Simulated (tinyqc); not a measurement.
Wafer bonding and layer transfer: bond energy, gap closing, particles, bonding of dissimilar wafers and hydrogen blisters: one step, computed by the program tinyqc. Command: `OMP_NUM_THREADS=1 python tinyqc.py 3015651 3015652 out.jsonl bond walk`. One thread of a shared host (Intel(R) Xeon(R) Processor @ 2.30GHz), about 0.01 s of CPU time with the checks.

gamma is the energy per area of each of the two surfaces; plates are isotropic, and both wafers have E1 and t1.

Task: Blistering after hydrogen implantation. A flat crack of radius r under a layer of thickness d, as a clamped plate: centre height w = 3 p r^4/(16 E' d^3), volume pi r^2 w/3, energy release G = 3 p^2 r^4/(32 E' d^3), E' = E1/(1 - nu^2). It grows when G = 2 gamma_s. The gas comes from the area pi r^2: p V = (dose x share/2) pi r^2 k_B T, and G = p w/2 = (3/2) N k_B T with N the H2 molecules per area. Share needed: G = 2 gamma_s. The pressure and height at growth are given for r = 10 d.

Inputs (values chosen for the exercise, with wafer 1 close to silicon):
```
quantity                                      value        unit
Young's modulus E1                              155         GPa
Poisson ratio nu                                0.3           -
implant depth d                                0.93  micrometre
hydrogen dose                                   6.2   1e16/cm^2
share of the dose released as H2                0.2           -
surface energy of the weakened plane gamma_s   0.63       J/m^2
anneal temperature T                            750           K
```

Constants: k_B = 1.380649e-23 J/K.

Give: energy release G; share of the dose needed; pressure at growth; height at growth.

Result:

energy release G = 0.9630 J/m^2

share of the dose needed = 0.2617

pressure at growth = 15.69 MPa

height at growth = 160.6 nm

The released gas does not suffice by this estimate. In this plate limit G depends on neither r nor d.
